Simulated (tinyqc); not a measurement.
Changing the length scale l: sheet resistance and Hall data of a diffused or implanted layer. Computed by tinyqc, a small Python program. Command: `OMP_NUM_THREADS=1 python tinyqc.py 3030272 3030273 out.jsonl layer sweep`. One thread of a shared host (Intel(R) Xeon(R) Processor @ 2.30GHz), about 0.01 s of CPU time with the checks.

Carriers are taken equal to the net active doping down to the junction (full ionisation, which deep dopants in wide-gap hosts do not reach; no spill-over, no depletion), and the Hall factor is 1.

Inputs (values chosen for the exercise, modelled on aluminium in 4H-SiC):
```
quantity                                 value        unit
mu_min                                    16.3  cm^2/(V s)
mu_max                                     124  cm^2/(V s)
N_ref                                  1.7e+19      1/cm^3
exponent alpha                            0.33           -
peak concentration N_0                 3.6e+17      1/cm^3
background doping N_B (opposite type)  7.6e+14      1/cm^3
```

Profile: Gaussian at the surface. Activation: complete.

Constants: e = 1.602176634e-19 C.

Method:
- N(x) = N_0 exp(-x^2/l^2), dose N_0 l sqrt(pi)/2, junction x_j = l sqrt(ln(N_0/N_B)).
- Mobility mu = mu_min + (mu_max - mu_min)/(1 + (N_t/N_ref)^alpha), N_t = active doping + N_B; carriers n = active doping - N_B, all dopants active.
- Integrals from x_0 (0 unless stated) to x_j by the midpoint rule on 400 even intervals: 1/R_s = e int n mu dx; sheet density n_s = int n dx; Hall sheet density (int n mu dx)^2/int n mu^2 dx; Hall mobility int n mu^2 dx/int n mu dx.
- Mean conductivity 1/(R_s x_j); mean mobility 1/(e n_s R_s).

One run for each value:
```
length scale l (nm)  sheet resistance R_s (ohm)  junction depth x_j (nm)  mean conductivity 1/(R_s x_j) (S/cm)
22                                        86894                       55                                 2.108
41                                        46626                      102                                 2.108
74                                        25833                      184                                 2.108
130                                       14705                      323                                 2.108
240                                        7965                      596                                 2.108
440                                        4345                     1092                                 2.108
790                                        2420                     1961                                 2.108
1400                                       1365                     3475                                 2.108
```

Over the rows, sheet resistance R_s (ohm) falls from 86900 to 1370 (exponent d ln y / d ln x about -1.0 throughout); junction depth x_j (nm) rises from 54.6 to 3470 (exponent d ln y / d ln x about 1.0 throughout); mean conductivity 1/(R_s x_j) (S/cm) does not change. The exponent of sheet resistance R_s stays at -1: the profile only stretches. The exponent of junction depth x_j stays at 1: the profile only stretches. The exponent of mean conductivity 1/(R_s x_j) stays at 0: Irvin's observation: 1/(R_s x_j) depends on the concentrations and the shape alone.

Caution (rows 22.0, 41.0, 74.0): the layer is not thick against surface and junction depletion widths, which remove carriers that this model counts.
